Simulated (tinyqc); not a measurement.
Sublattice potential against complex hopping: Haldane model. Computed by the program tinyqc. H_AA = delta - 2 t2 sum cos(k.b + phi), H_BB = -delta - 2 t2 sum cos(k.b - phi), H_AB = -t1 (1 + exp(-i k.a1) + exp(-i k.a2)), b = a1, a2 - a1, -a2, m = 3 sqrt3 t2 sin(phi); the sign of the Chern number follows the orientation k1 then k2.

Honeycomb lattice:
```
parameter      value
t1 (eV)     1.470000
t2 (eV)     0.240000
phi (rad)  -2.570000
```

Gaps at the two valleys (eV) and Chern number of the lower band (12 x 12 mesh):
```
delta    gap 2|delta - m|  gap 2|delta + m|  Chern number
-1.2140            1.0787            3.7773             0
-0.8770            0.4047            3.1033             0
-0.4050            0.5393            2.1593             1
0.0000             1.3493            1.3493             1
0.2700             1.8893            0.8093             1
0.5060             2.3613            0.3373             1
0.8430             3.0353            0.3367             0
1.3490             4.0473            1.3487             0
```

What does the comparison show, and why?

Here |m| = 0.6746 eV. For |delta| < |m| the two valleys have masses of opposite sign and the Chern number is +/-1; one gap closes at |delta| = |m|, and beyond it the band is trivial.
